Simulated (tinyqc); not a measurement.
## Margin needed against array size

Cells fail independently with probability Q(k) = erfc(k/sqrt(2))/2 when the margin is k standard deviations, and Y = exp(-Nb Q(k)). phi = exp(-k^2/2)/sqrt(2 pi).  k solves Y = exp(-Nb Q(k)); the estimate is sqrt(2 ln(Nb/(-ln Y))).

Parameters, values chosen for the exercise:
- Y = 0.99 (wanted yield)

Margin needed against array size:
```
Nb          allowed Q      k  estimate
128          7.852e-5  3.780     4.348
2048         4.907e-6  4.421     4.945
32768        3.067e-7  4.987     5.477
524288       1.917e-8  5.498     5.962
8388608      1.198e-9  5.968     6.410
134217728   7.488e-11  6.406     6.829
2147483648  4.680e-12  6.816     7.223
```

What does the table show?

A 1.68e7-fold larger array raises k only from 3.78 to 6.82; the last factor of 16 costs 0.41 standard deviations. The estimate, which drops the factor 1/(k sqrt(2 pi)) of the tail, is 15 % above k in the first row and 6.0 % above it in the last.

Program tinyqc, `OMP_NUM_THREADS=1 python tinyqc.py 2090052 2090053 out.jsonl`; Intel Xeon 2.30GHz, shared host, one thread, about 0.01 s.
